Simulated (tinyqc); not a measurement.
# Changing the temperature T

Model: grain-boundary trapping model (Seto) of a polycrystalline semiconductor film. Computed by tinyqc, a small Python program. Command: `OMP_NUM_THREADS=1 python tinyqc.py 3012361 3012362 out.jsonl poly sweep`. One thread of a shared host (Intel(R) Xeon(R) Processor @ 2.30GHz), about 0.01 s of CPU time with the checks.

Grains of equal size L are joined by thin boundaries with one trap level. Trapped carriers deplete a width W on each side and raise a barrier, crossed by thermionic emission. Dopants are fully ionised, statistics are non-degenerate and mu_g does not depend on T.

Inputs (values chosen for the exercise, modelled on polycrystalline germanium): permittivity eps = 16; effective mass m = 0.2 m_0; effective density of states at 300 K, N_c = 6.2e+18 1/cm^3; grain size L = 350 nm; trap density Q_t = 5.9e+11 1/cm^2; trap level E_t below the band edge = 0.27 eV; doping N = 7e+15 1/cm^3.

Grain interior: neglected.

Constants: k_B = 8.617333262e-05 eV/K; e = 1.602176634e-19 C; eps_0 = 8.8541878128e-12 F/m; m_0 = 9.1093837015e-31 kg; k_B = 1.380649e-23 J/K.

Method:
- N_c(T) = N_c (T/300 K)^(3/2). Filled traps Q = Q_t/(1 + (1/2) exp((E_t* - E_F)/k_B T)), where E_t* = e V_B - E_t and E_F are counted from the band edge at the grain centre. Partial depletion: Q = 2 N W, V_B = e N W^2/(2 eps eps_0), E_F = k_B T ln(N/N_c); solve for W. If that W would exceed L/2 the grain is fully depleted: W = L/2, Q = N L, and E_F follows from the trap equation. Centre density n_0 = N_c exp(E_F/k_B T).
- Boundary: sigma_b = L e^2 n_0 exp(-e V_B/k_B T)/sqrt(2 pi m k_B T); rho = 1/sigma_b. Mean carrier density n_av = n_0 [(1 - 2W/L) + (2W/L) (sqrt(pi)/2) erf(y)/y], y = sqrt(e V_B/k_B T); effective mobility 1/(e n_av rho).
- E_a = d ln(rho)/d(1/k_B T) from T - 5 K and T + 5 K; temperature coefficient d ln(rho)/dT.

One run for each value; columns: (1) temperature T (K); (2) resistivity rho (ohm cm); (3) effective mobility (cm^2/(V s)); (4) activation energy E_a (eV); (5) mean carrier density (1/cm^3):
```
(1)         (2)     (3)      (4)         (5)
200  3.3231e+03    26.3  0.28723  7.1357e+13
236  2.5811e+02    65.2  0.29033  3.7061e+14
271  4.0466e+01   122.8  0.29335  1.2562e+15
307  9.4462e+00   220.6  0.26575  2.9945e+15
343  3.3372e+00   504.5  0.25804  3.7072e+15
379  1.4797e+00   957.1  0.24715  4.4073e+15
414  7.9413e-01  1555.7  0.23252  5.0521e+15
450  4.8158e-01  2295.2  0.21198  5.6468e+15
```

Over the rows, resistivity rho (ohm cm) falls from 3320 to 0.482 (exponent d ln y / d ln x -15 between the first rows and -6.0 between the last); effective mobility (cm^2/(V s)) rises from 26.3 to 2300 (exponent d ln y / d ln x 5.5 between the first rows and 4.7 between the last); activation energy E_a (eV) goes from 0.287 through a maximum among these rows, 0.293 at 271, to 0.212.

Caution (rows 236, 271): n_0 is not small against N, so full depletion is a rough description. Caution (rows 414, 450): e V_B is below 2 k_B T, where the depletion approximation fails and the mean density does not balance the trapped charge. Caution (rows 414, 450): the barrier is below 2 k_B T, so scattering inside the grains, left out here, also limits the real mobility.

Extremes, crossings and ranges named in words are read from the listed rows.
